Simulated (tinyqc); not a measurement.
Inside a calculation. Method: UHF in the sto-3g basis, for Be+, spin multiplicity 2. This run ends on a higher stationary point, not on the lowest solution. One step of it, computed by the program tinyqc.

Question. Iteration 2: DIIS coefficients. Solve [B -1; -1 0][c; lambda] = [0; -1] for the coefficients, which sum to one.

B (overlaps of the stored error matrices):
```
               1              2
1  9.3495533e+00  5.1873826e+00
2  5.1873826e+00  2.9129325e+00
```

Give: DIIS coefficients.

Answer.

DIIS coefficients: -1.2049  2.2049
